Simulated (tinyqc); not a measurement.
Current of a Schottky diode by thermionic-emission-diffusion theory, and its read-back from I-V-T and C-V data: one step, computed by the program tinyqc. Command: `OMP_NUM_THREADS=1 python tinyqc.py 3016490 3016491 out.jsonl schottky walk`. One thread of a shared host (Intel(R) Xeon(R) Processor @ 2.30GHz), about 0.01 s of CPU time with the checks.

Full ionisation, no tunnelling, no recombination current. V is the voltage across the junction itself, forward positive.

Task: Barrier at the given bias. N_c(T) = N_c (T/300 K)^(3/2); V_bi = phi_0 - (k_B T/e) ln(N_c(T)/N); surface field F = sqrt(2 e N (V_bi - V - k_B T/e)/(eps eps_0)); image lowering d_phi = sqrt(e F/(4 pi eps eps_0)); effective barrier phi = phi_0 - d_phi.

Inputs (values chosen for the exercise, modelled on n-type GaAs):

| quantity | value | unit |
|---|---|---|
| Richardson constant A* | 7.98 | A/(cm^2 K^2) |
| effective density of states at 300 K, N_c | 4.7e+17 | 1/cm^3 |
| permittivity eps | 12.9 | - |
| mobility mu | 5700 | cm^2/(V s) |
| barrier without image force phi_0 | 0.807 | eV |
| doping N | 3.1e+15 | 1/cm^3 |
| junction voltage V | 0.28 | V |
| temperature T | 423 | K |

Barrier: uniform.

Constants: k_B = 8.617333262e-05 eV/K; e = 1.602176634e-19 C; eps_0 = 8.8541878128e-12 F/m.

Give: built-in voltage V_bi; surface field F; image lowering; effective barrier phi.

Result:

built-in voltage V_bi = 0.60518 V

surface field F = 15.846 kV/cm

image lowering = 13.300 meV

effective barrier phi = 0.79370 eV
